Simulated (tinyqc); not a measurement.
# Thermoelectric coefficients of a parabolic band, Landauer integrals: two studies

Bulk parabolic band, x = (E - Ec)/kB T, C = hbar^2/(2 m0), kB T in eV. Modes per area gv m kB T x/(4 pi C) times the back-scattering length l0 x^rr give the transport function s0 X(x), s0 = (2 q^2/h) gv m kB T l0/(4 pi C), X = x^(1 + rr). I_k = int X (x - eta)^k w dx, w = 1/(4 cosh^2((x - eta)/2)).

Inputs (values chosen for the exercise):
```
symbol  value     unit                          meaning
T         500        K                      temperature
m        0.73       m0               mass of one valley
gv          6                                   valleys
l0        4.6       nm  back-scattering length at x = 1
rr          1            energy exponent of that length
kL        6.6  W/(m K)     lattice thermal conductivity
```

Constants: q = 1.602176634e-19 C, kB = 1.380649e-23 J/K, hbar = 1.054571817e-34 J s, h = 6.62607015e-34 J s, m0 = 9.1093837015e-31 kg, Vt = kB T/q, hbar^2/(2 m0) = 0.0380998212 eV nm^2. Results are converted to the units shown.

Each table varies one quantity; the others keep the values above.

## Best figure of merit against the lattice conductivity

sigma = s0 I_0, S = -(kB/q) I_1/I_0, Lorenz number L = (kB/q)^2 [I_2/I_0 - (I_1/I_0)^2], kappa_e = L sigma T. Power factor S^2 sigma, ZT = S^2 sigma T/(kappa_e + kL). The integrals are converged. For each row eta is chosen to maximise ZT; B = (kB/q)^2 s0 T/kL.

Best figure of merit against the lattice conductivity:
```
kL (W/(m K))        B  best eta  best ZT  S there (uV/K)
0.12            4.347    -2.627    6.919          -487.2
0.27            1.932    -1.976    5.123          -433.1
0.59           0.8841    -1.357    3.707          -383.1
1.3            0.4012    -0.733    2.572          -335.1
2.8            0.1863    -0.120    1.729          -291.5
6.1           0.08551     0.520    1.103          -250.5
13            0.04012     1.176   0.6810          -214.5
29            0.01799     1.926   0.3882          -180.5
```

What does the comparison show, and why?

As B falls from 4.35 to 0.0180, the best ZT falls from 6.92 to 0.388, as B^(0.37) between the first two rows and B^(0.70) between the last two; the best eta moves from -2.63 to 1.93, towards the optimum of the power factor, since kappa_e matters less when kL is large.

## Effect of the Fermi level

Same model as above.

Result of one run:
```
eta  sigma (S/cm)  S (uV/K)  kappa_e (W/(m K))  power factor (mW/(m K^2))     ZT
1            5075    -223.6              5.677                      25.37  1.033
```

What becomes of these results when the reduced Fermi level (EF - Ec)/kB T eta is changed from 1 to -1, all else the same?

Result of the changed run:
```
eta  sigma (S/cm)  S (uV/K)  kappa_e (W/(m K))  power factor (mW/(m K^2))      ZT
-1          951.5    -355.3              1.060                      12.01  0.7841
```

The whole series:
```
eta  sigma (S/cm)  S (uV/K)  kappa_e (W/(m K))  power factor (mW/(m K^2))      ZT
-4          51.23    -603.8            0.05706                      1.868  0.1403
-3          138.2    -518.6             0.1539                      3.717  0.2752
-2          368.1    -435.1             0.4100                      6.967  0.4969
-1          951.5    -355.3              1.060                      12.01  0.7841
0            2311    -283.4              2.577                      18.56   1.011
1            5075    -223.6              5.677                      25.37   1.033
2            9873    -177.6              11.11                      31.13  0.8788
3         1.713e4    -143.7              19.46                      35.37  0.6787
4         2.705e4    -118.9              31.04                      38.27  0.5082
5         3.972e4    -100.6              46.05                      40.19  0.3817
6         5.519e4    -86.70              64.53                      41.48  0.2916
```

sigma rises from 51.2 to 55200 S/cm, and S rises from -604 to -86.7 uV/K. Among the rows the power factor is largest at eta = 6 and ZT, 1.03, at eta = 1, where S = -224 uV/K. The power factor is still rising in the last row. ZT peaks at a lower eta than the power factor because kappa_e grows with sigma.

Range of the model: Parabolic bands, elastic scattering and a fixed kL make these model figures, not those of a material.

Program tinyqc, `OMP_NUM_THREADS=1 python tinyqc.py 2800129 2800130 out.jsonl`; Intel Xeon 2.30GHz, shared host, one thread, about 0.1 s.
